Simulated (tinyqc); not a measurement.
Keating valence-force model of a tetrahedral crystal: one step, computed by the program tinyqc. Command: `OMP_NUM_THREADS=1 python tinyqc.py 3000984 3000985 out.jsonl keating walk`. One thread of a shared host (Intel(R) Xeon(R) Processor @ 2.30GHz), about 0.02 s of CPU time with the checks.

Atom A sits at 0 and atom B at a/4 (1,1,1) of an fcc lattice; the four bonds from A are t = a/4 (1,1,1), a/4 (1,-1,-1), a/4 (-1,1,-1), a/4 (-1,-1,1), of length d = sqrt(3) a/4. Energy: E = (3 alpha/(8 d^2)) sum over bonds (r.r - d^2)^2 + (3 beta/(8 d^2)) sum over pairs of bonds at one atom (r_i.r_j + d^2/3)^2; both atoms have the mass M. The cell holds two atoms, Omega = a^3/4. 1 N/m = 1 J/m^2.

Problem. Optical mode at the zone centre. mu = M/2; lambda = 4 (alpha + beta)/mu with the springs in eV/angstrom^2; nu = 15.6333042 THz x sqrt(lambda).

Inputs (values chosen for the exercise, for a model crystal): atomic mass M = 62.2 u; bond stretching alpha = 38.8 N/m; bond bending beta = 9.63 N/m.

Structure: diamond.

Constants: nu for 1 eV/(angstrom^2 u) = 15.6333042 THz; 1 eV/angstrom^2 = 16.02176634 J/m^2; 1 THz = 33.35640952 1/cm.

Give: reduced mass mu; Raman frequency; the same as a wavenumber.

Solution.

reduced mass mu = 31.1 u

Raman frequency = 9.748 THz

the same as a wavenumber = 325.1 1/cm
